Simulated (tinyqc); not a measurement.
# Via and link resistance from two via chains

Question. A chain of 2000 vias joined by 2000 metal links has R = 2000 (Rv + Rlink), with Rlink proportional to the link length. Find Rv, Rlink for length L, and the value of Rv that the short chain would give if the links were ignored.

resistance of chains of 2000 links with link lengths L and 3 L (ohm): 1.06e5  1.5e5

Solution. R per link is a straight line in the link length; its intercept at zero length is Rv.

Rv = 42.00 ohm
Rlink = 11.00 ohm
Rv without correction = 53.00 ohm

tinyqc, about 0.01 s, one thread, Intel Xeon 2.30GHz (shared host): `OMP_NUM_THREADS=1 python tinyqc.py 2750005 2750006 out.jsonl`
